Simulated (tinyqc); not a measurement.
# Transfer length from front and end resistance

Inverse problem. A contact of length d and width W has Rc = (Rsh Lt/W) coth(d/Lt) and Re = (Rsh Lt/W)/sinh(d/Lt), with Rsh the sheet resistance under the metal and Lt = sqrt(rc/Rsh). Find Lt, Rsh and rc.

Values chosen for this exercise: contact length d = 0.016 um; contact width W = 2.7 um.

Rc = 17.843822 ohm
Re = 15.052950 ohm

Answer. Rc/Re = cosh(d/Lt) gives Lt, and Re then gives Rsh.

Lt = 0.02667 um
Rsh = 970.0 ohm/sq
rc = 6.900e-9 ohm cm^2

tinyqc, about 0.01 s, one thread, Intel Xeon 2.30GHz (shared host): `OMP_NUM_THREADS=1 python tinyqc.py 2760096 2760097 out.jsonl`
